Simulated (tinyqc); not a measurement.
Comparisons within one model: three-band tight binding of a dichalcogenide monolayer. A value that a table varies takes the place of the one given here.

Basis dz2, dxy, dx2-y2 on a triangular lattice, nearest neighbours; alpha = kx a/2, beta = sqrt3 ky a/2. h0 = e1 + 2 t0 (cos 2alpha + 2 cos alpha cos beta); h1 = -2 sqrt3 t2 sin alpha sin beta + 2i t1 (sin 2alpha + sin alpha cos beta); h2 = 2 t2 (cos 2alpha - cos alpha cos beta) + 2i sqrt3 t1 cos alpha sin beta; h11 = e2 + 2 t11 cos 2alpha + (t11 + 3 t22) cos alpha cos beta; h22 = e2 + 2 t22 cos 2alpha + (3 t11 + t22) cos alpha cos beta; h12 = sqrt3 (t22 - t11) sin alpha sin beta + 4i t12 sin alpha (cos alpha - cos beta) + i lam sz. H = [[h0, h1, h2], [., h11, h12], [., ., h22]], Hermitian; the lowest band of each spin is filled. K = (4 pi/3a, 0), M = (pi/a, pi/(sqrt3 a)).

Constants: hbar^2/2m0 = 3.80998211 eV angstrom^2.

Parameters, chosen for this exercise (near a published set for monolayer MoTe2; not measured data):
- a = 3.567 angstrom (lattice constant)
- e1 = 0.608 eV (level of dz2)
- e2 = 1.956 eV (level of dxy and dx2-y2)
- t0 = -0.171 eV (hopping)
- t1 = 0.224 eV (hopping)
- t2 = 0.387 eV (hopping)
- t11 = 0.211 eV (hopping)
- t12 = 0.236 eV (hopping)
- t22 = 0.248 eV (hopping)
- lam = 0.105 eV (spin-orbit constant)

## Three bands against the two-band Dirac model at K

Masses from central differences along kx with step 0.002 1/angstrom, c = hbar^2/2m0; Berry curvature of the valence band from a counter-clockwise plaquette of side 0.001 1/angstrom, Omega = -arg(product of overlaps)/area. Two-band model: coupling A = (3 a/(2 sqrt2))(t1 + sqrt3 t2) between valence and conduction states, mass c G/A^2 for both, Omega_v = 2 A^2/G^2. sz = 0 drops the spin-orbit term.

At K:
```
sz  G (eV)  m_c (m0)  m_v (m0)  two-band mass  Omega_v (angstrom^2)  two-band Omega
1   0.9748     0.485     0.672          0.324                24.084          24.095
0   1.0798     0.553     0.842          0.359                19.627          19.637
-1  1.1848     0.624     1.063          0.394                16.302          16.311
```

A = 3.3835 eV angstrom

Without spin-orbit coupling the electron mass is 0.553 and the hole mass 0.842, against 0.359 for both in the two-band model: the third band and the curvature of the diagonal terms break the symmetry. The Berry curvature is -0.1 % from the two-band value. The smaller gap (sz = +1) has the larger curvature, by a factor 1.48.

## All hoppings scaled

The six hoppings are multiplied by f; e1, e2 and lam stay (real strain also moves e1 and e2, so this is no model of it). Closed forms: Ev(K) = e2 - (3/2)(t11 + t22) - 3 sqrt3 t12 + lam, Ec(K) = e1 - 3 t0, Ev(Gamma) = e1 + 6 t0.

Gaps (eV):
```
f     direct gap at K  Ev(K) - Ev(Gamma)  Ec(K) - top of valence band
0.85           0.6106             0.6975                       0.6106
0.90           0.7320             0.6531                       0.7320
0.94           0.8291             0.6175                       0.8291
0.97           0.9020             0.5909                       0.9020
1.00           0.9748             0.5642                       0.9748
1.03           1.0476             0.5375                       1.0476
1.06           1.1205             0.5109                       1.1205
1.10           1.2176             0.4753                       1.2176
```

The direct gap changes by +24.3 meV for each per cent of f. The top of the valence band stays at K over the range.

## What each parameter does

Spin up: gap at K, Ev(K) - Ev(Gamma), and masses at K by central differences along kx with step 0.002 1/angstrom, c = hbar^2/2m0. Each row changes one parameter from the base and keeps the others.

Results:
```
case            gap at K (eV)  K - Gamma (eV)  m_c (m0)  m_v (m0)
base                   0.9748          0.5642     0.485     0.672
t0 = -0.201 eV         1.0648          0.7442     0.594     0.815
t12 = 0.266 eV         1.1307          0.4083     0.587     1.073
e2 = 1.986 eV          0.9448          0.5942     0.460     0.631
t2 = 0.417 eV          0.9748          0.5642     0.437     0.539
e1 = 0.578 eV          0.9448          0.5942     0.460     0.631
lam = 0.075 eV         1.0048          0.5342     0.504     0.717
```

The largest shifts from the base row, up to three for each result and ties (the steps differ in size, so this ranks the rows, not the parameters). gap at K (eV): t12 +0.1559, t0 +0.0900, e2 -0.0300, e1 -0.0300, lam +0.0300; unchanged at the printed digits by t2. K - Gamma (eV): t0 +0.1800, t12 -0.1559, e2 +0.0300, e1 +0.0300, lam -0.0300; unchanged at the printed digits by t2. m_c (m0): t0 +0.110, t12 +0.102, t2 -0.047. m_v (m0): t12 +0.401, t0 +0.143, t2 -0.134. t2 couples dz2 to the other orbitals and vanishes at K and Gamma, so only the masses feel it.

Program tinyqc; command `OMP_NUM_THREADS=1 python tinyqc.py 1482725 1482726 out.jsonl`; about 0.02 s on one thread of a shared Intel(R) Xeon(R) Processor @ 2.30GHz.
